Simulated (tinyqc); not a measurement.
Phonon polaritons: single-oscillator infrared dielectric function of a polar cubic crystal. Computed by tinyqc, a small Python program. Command: `OMP_NUM_THREADS=1 python tinyqc.py 3019424 3019425 out.jsonl infrared walk`. One thread of a shared host (Intel(R) Xeon(R) Processor @ 2.30GHz), about 0.01 s of CPU time with the checks.

One ion pair, charges +Z* and -Z*, in a cell of volume Omega = a^3/4. Frequencies omega are given as wavenumbers (1/cm); eps_s is the static dielectric constant.

Inputs (values chosen for the exercise, modelled on indium arsenide):

| quantity | value | unit |
|---|---|---|
| lattice constant a | 6.058 | angstrom |
| mass M_A | 114.82 | u |
| mass M_B | 74.92 | u |
| omega_TO | 221 | 1/cm |
| Born charge Z* | 2.59 | e |
| eps_inf | 12.6 | - |

Structure: zinc blende. Free carriers: absent.

Constants: nu for 1 eV/(angstrom^2 u) = 15.6333042 THz; 1 THz = 33.35640952 1/cm; e^2/(4 pi eps_0) = 14.39964548 eV angstrom.

Method. mu = M_A M_B/(M_A + M_B); ionic plasma term W^2 = 4 pi Z*^2 (e^2/(4 pi eps_0))/(Omega mu) in eV/(angstrom^2 u), turned into 1/cm by W = 15.6333042 x 33.35640952 x sqrt(W^2); omega_LO^2 = omega_TO^2 + W^2/eps_inf; eps_s = eps_inf + W^2/omega_TO^2; Szigeti charge 3 Z*/(eps_inf + 2); longitudinal (Callen) charge Z*/eps_inf. Transverse waves without damping obey Q^2 = omega^2 eps(omega), Q = wave vector/(2 pi) in 1/cm: eps_inf omega^4 - (eps_inf omega_LO^2 + Q^2) omega^2 + Q^2 omega_TO^2 = 0.

eps_s = 15.2820

omega_LO = 243.387 1/cm

Branches (1/cm):

| Q | lower branch | upper branch | Q/sqrt(eps_s) | Q/sqrt(eps_inf) |
|---|---|---|---|---|
| 86 | 21.98 | 243.6 | 22.0 | 24.2 |
| 260 | 65.95 | 245.5 | 66.5 | 73.2 |
| 520 | 127.55 | 253.8 | 133.0 | 146.5 |
| 860 | 185.10 | 289.3 | 220.0 | 242.3 |
| 1300 | 209.28 | 386.7 | 332.5 | 366.2 |
| 2200 | 217.67 | 629.3 | 562.8 | 619.8 |
| 4300 | 220.19 | 1215.8 | 1100.0 | 1211.4 |
| 8600 | 220.80 | 2424.9 | 2199.9 | 2422.8 |

What does the comparison show, and why?

The lower branch starts as light slowed by sqrt(eps_s) (0.999 of that line) and ends at 0.999 omega_TO; the upper starts at 1.001 omega_LO and ends at 1.001 of the light line with eps_inf. No branch lies between omega_TO and omega_LO.
